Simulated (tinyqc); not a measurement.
Hall factor, magnetoresistance and optical conductivity for a power-law relaxation time: one step, computed by the program tinyqc. Command: `OMP_NUM_THREADS=1 python tinyqc.py 3031810 3031811 out.jsonl magneto walk`. One thread of a shared host (Intel(R) Xeon(R) Processor @ 2.30GHz), about 0.01 s of CPU time with the checks.

One spherical parabolic band, tau(E) = tau_0 x^s with x = E/(k_B T). Landau quantisation is left out.

Question. At the given field. <y> = int y x^(3/2) f (1 - f) dx / int x^(3/2) f (1 - f) dx, f = 1/(1 + exp(x - eta)). Integrals over x = E/(k_B T) use 160 Gauss-Legendre points in u = sqrt(x) from 0 to sqrt(max(eta, 0) + 45). With w_c = e B/m: sigma_xx = (n e^2/m) <tau/(1 + w_c^2 tau^2)>, sigma_xy = (n e^2/m) <w_c tau^2/(1 + w_c^2 tau^2)>; r_H = (n e/B) sigma_xy/(sigma_xx^2 + sigma_xy^2); MR = sigma_0 sigma_xx/(sigma_xx^2 + sigma_xy^2) - 1, sigma_0 = n e^2 <tau>/m.

Inputs (values chosen for the exercise, with a mass close to that of electrons in silicon):
```
quantity,value,unit
effective mass m,0.25,m_0
exponent s,0.5,-
tau_0,320,fs
reduced Fermi level eta,-8,-
temperature T,500,K
magnetic field B,0.44,T
```

density n = 2.263851e+15 1/cm^3

drift mobility mu = 3387.195 cm^2/(V s)

Constants: e = 1.602176634e-19 C; m_0 = 9.1093837015e-31 kg.

Give: mu B; sigma_xx; |sigma_xy|; Hall factor r_H; magnetoresistance MR.

Answer.

mu B = 0.14904

sigma_xx = 1.1938 S/cm

|sigma_xy| = 0.19557 S/cm

Hall factor r_H = 1.1017

magnetoresistance MR = 0.22614 %
